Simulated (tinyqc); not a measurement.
Wafer bonding and layer transfer: bond energy, gap closing, particles, bonding of dissimilar wafers and hydrogen blisters: one step, computed by the program tinyqc.

gamma is the energy per area of each of the two surfaces; plates are isotropic.

Problem. Bond energy from the blade test. Two cantilevers opened by t_b: gamma = 3 t_b^2 E1 t1^3 E2 t2^3/(16 L^4 (E1 t1^3 + E2 t2^3)).

Inputs (values chosen for the exercise, with wafer 1 close to silicon): Young's modulus E1 = 134 GPa; Young's modulus E2 = 417 GPa; thickness t1 = 775 micrometre; thickness t2 = 350 micrometre; blade thickness t_b = 150 micrometre; crack length L = 14.5 mm.

Pair: two different wafers.

Give: bond energy gamma.

Solution.

bond energy gamma = 1.3262 J/m^2

An error of 5 % in L changes gamma by about 20 %. This is the level of partly covalent bonding.
